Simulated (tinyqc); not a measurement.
Tension along [110]: repopulation and mass change: two-band k.p model of the Delta valleys near the X point under shear strain.

Valley pair on the [001] axis, kz counted from the X point, c = hbar^2/2m0, k0 = kx0 2 pi/a. H = (c kz^2/ml + c (kx^2 + ky^2)/mt + c k0^2/ml) 1 + (2 c k0 kz/ml) sigma_z + (D exy - 2 c kx ky/Mp) sigma_x, so E = c kz^2/ml + c (kx^2 + ky^2)/mt + c k0^2/ml -/+ sqrt((2 c k0 kz/ml)^2 + (D exy - 2 c kx ky/Mp)^2). Without strain the lower band has its minima, E = 0, at kz = +/- k0. Shifts from diagonal strain are left out.

For |eta| < 1: k_min = k0 sqrt(1 - eta^2), E_min = -Delta eta^2/2, ml(eta) = ml/(1 - eta^2), 1/m[110] = 1/mt + eta/Mp, 1/m[1-10] = 1/mt - eta/Mp. For |eta| > 1 the minimum sits at X: E_min = -Delta (2 |eta| - 1)/2, ml(eta) = ml/(1 - 1/|eta|), and eta is replaced by its sign in the transverse masses. Here Delta = 2 c k0^2/ml and eta = D exy/Delta.

s11 = (C11 + C12)/((C11 - C12)(C11 + 2 C12)), s12 = -C12/((C11 - C12)(C11 + 2 C12)), s44 = 1/C44; exx = s11 sxx + s12 (syy + szz) and cyclic, exy = s44 sxy/2; tension is positive. A uniaxial stress X along the unit vector n is s_ij = X n_i n_j.

Constants: hbar^2/2m0 = 3.80998211 eV angstrom^2; kB = 8.617333262e-05 eV/K.

Inputs chosen for the exercise (near those of Si; not measured data): a = 5.427 angstrom (lattice constant); ml = 0.907 m0 (longitudinal mass); mt = 0.2 m0 (transverse mass); kx0 = 0.155 2 pi/a (distance of the minimum from X); D = 14.1 eV (shear deformation potential); Mp = 0.227 m0 (coupling mass); C11 = 167 GPa; C12 = 62.9 GPa; C44 = 80.4 GPa; Xu = 8.9 eV (uniaxial potential); T = 300 K (temperature).

The z valleys move against the x and y valleys by Xu (ezz - exx) and, through the shear, by E_min. Share of the z valleys n = w/(w + 2 exp(dE/kT)), dE the total relative shift, w = sqrt(ml(eta) m[110] m[1-10]/(ml mt^2)). Along [110]: 1/m_c = n/m[110] + (1 - n)(1/ml + 1/mt)/2. Fixed masses means E_min = 0, w = 1, m[110] = mt. Gains are against 3/(1/ml + 2/mt) at a fixed scattering time.

Results:

| X (GPa) | Xu (ezz - exx) (meV) | E_min (meV) | m[110] | m_c fixed masses | m_c with shear | gain fixed (%) | gain with shear (%) |
|---|---|---|---|---|---|---|---|
| 0.00 | 0.0 | 0.0 | 0.2000 | 0.2702 | 0.2702 | 0.0 | 0.0 |
| 0.25 | -10.7 | -0.2 | 0.1931 | 0.2571 | 0.2517 | 5.1 | 7.3 |
| 0.50 | -21.4 | -0.9 | 0.1867 | 0.2445 | 0.2323 | 10.5 | 16.3 |
| 1.50 | -64.1 | -8.0 | 0.1647 | 0.2118 | 0.1737 | 27.6 | 55.5 |
| 2.00 | -85.5 | -14.2 | 0.1556 | 0.2055 | 0.1587 | 31.5 | 70.3 |
| 3.00 | -128.2 | -32.0 | 0.1400 | 0.2011 | 0.1403 | 34.4 | 92.6 |

Give the missing row, X (GPa) = 1.00.

Computed row:
```
X (GPa)  Xu (ezz - exx) (meV)  E_min (meV)  m[110]  m_c fixed masses  m_c with shear  gain fixed (%)  gain with shear (%)
1.00                    -42.7         -3.6  0.1750            0.2242          0.1976            20.5                 36.7
```

At 1 GPa repopulation alone gives 20.5 % and the shear terms raise it to 36.7 %. From 2 to 3 GPa the fixed-mass gain grows by 2.9 points, towards its ceiling of 35.1 % when all electrons sit in the z valleys, whereas the gain with shear grows by 22.3 points because m[110] keeps falling.

tinyqc: `OMP_NUM_THREADS=1 python tinyqc.py 1080558 1080559 out.jsonl`; about 0.01 s, one thread, shared Intel(R) Xeon(R) Processor @ 2.30GHz.
